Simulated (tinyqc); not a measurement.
Finnis-Sinclair potential for a bcc metal: fit to cohesion and elasticity, then vacancy, surfaces and structure: one step, computed by the program tinyqc.

E = (1/2) sum V(r) - A sqrt(rho), rho = sum phi(r), phi = (r - d)^2 for r < d, V = (r - c)^2 (c0 + c1 r + c2 r^2) for r < c. In bcc the 8 first neighbours lie at sqrt(3) a/2 and the 6 second at a; both cut-offs lie below the third shell; Omega = a^3/2; E is per atom and z the number of atoms in a shell. The four constants A, c0, c1, c2 are fitted to E_c, zero pressure, B and C12 - C44 alone, so C44 and C11 - C12 are not matched singly; defects are unrelaxed.

Task: Three linear equations for c0, c1, c2. With v_k = (r - c)^2 r^k the rows are (1/2) sum z v_k, (1/2) sum z r v_k' and (1/2) sum z r^2 v_k''. With rho1 = sum z r phi' and rho2 = sum z r^2 phi'' the right-hand sides are: -E_c + A sqrt(rho) (cohesion); A rho1/(2 sqrt(rho)) (zero pressure); 9 B Omega + A [rho2/(2 sqrt(rho)) - rho1^2/(4 rho^(3/2))] with B = (C11 + 2 C12)/3.

Inputs (values chosen for the exercise, modelled on molybdenum): lattice constant a = 3.147 angstrom; cohesive energy E_c = 6.91 eV; target C11 = 470 GPa; target C12 = 158 GPa; pair cut-off c/a = 1.025.

rho = 21.97564 angstrom^2

A = 1.755797 eV/angstrom

rho1 = -99.30379 angstrom^2

rho2 = 237.6866 angstrom^2

Constants: 1 eV/angstrom^3 = 160.2176634 GPa.

Give: matrix; right-hand side.

Result:

matrix, rows cohesion, pressure, bulk modulus, columns c0, c1, c2:
$$\begin{pmatrix}
1.0 & 2.8 & 7.6 \\
-12.4 & -31.6 & -80.5 \\
118.8 & 280.1 & 662.2
\end{pmatrix}$$

right-hand side (eV): [1.3, -18.6, 231.8]
